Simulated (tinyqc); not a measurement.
Starting guesses with DIIS over 6 matrices: SCF starting guesses in the sto-3g basis, for H2, spin multiplicity 1. Computed by the program tinyqc with PySCF. 

Geometry (angstrom):

| atom | x | y | z |
|---|---|---|---|
| H | 0.0000 | 0.0000 | 0.0000 |
| H | 0.0000 | 0.0000 | 0.8020 |

lowest restricted solution found by these runs and by PySCF = -1.110569 hartree

RHF with one setting changed at a time; a run stops when the energy changes by less than 1e-09 hartree and the error matrix is below 1e-5. Starts: the lowest orbitals of the core Hamiltonian, of the Wolfsberg-Helmholz matrix (K = 1.75), projected atomic densities, random orbitals, and the highest orbitals of the core Hamiltonian (a deliberately bad start).

Largest element of the error matrix X^T (FDS - SDF) X:

| iteration | core | Wolfsberg-Helmholz | atomic densities | random | highest core orbitals |
|---|---|---|---|---|---|
| 1 | 1.4e-16 | 2.1e-16 | 1.4e-16 | 5.0e-01 | 9.1e-17 |
| 2 | 1.4e-16 | 3.5e-16 | 2.1e-16 | 1.8e-01 | 2.1e-16 |
| 3 | - | - | 2.1e-16 | 1.7e-02 | 2.1e-16 |
| 4 | - | - | - | 4.3e-03 | - |
| 5 | - | - | - | 2.5e-03 | - |
| 6 | - | - | - | 1.7e-03 | - |
| 8 | - | - | - | 2.1e-06 | - |

How each run ends:

| run | iterations | E (hartree) | state |
|---|---|---|---|
| core | 2 | -1.11057 | lowest found |
| Wolfsberg-Helmholz | 2 | -1.11057 | lowest found |
| atomic densities | 3 | -1.11057 | lowest found |
| random | 9 | -1.11057 | lowest found |
| highest core orbitals | 3 | -1.11057 | lowest found |

5 of 5 runs reach the lowest restricted solution found, in 2 to 9 iterations (fastest: core, Wolfsberg-Helmholz). The first errors are 1e-16, 2e-16, 1e-16, 5e-01, 9e-17; the deliberately bad start has the smallest one, so a small first error does not mark a good start.
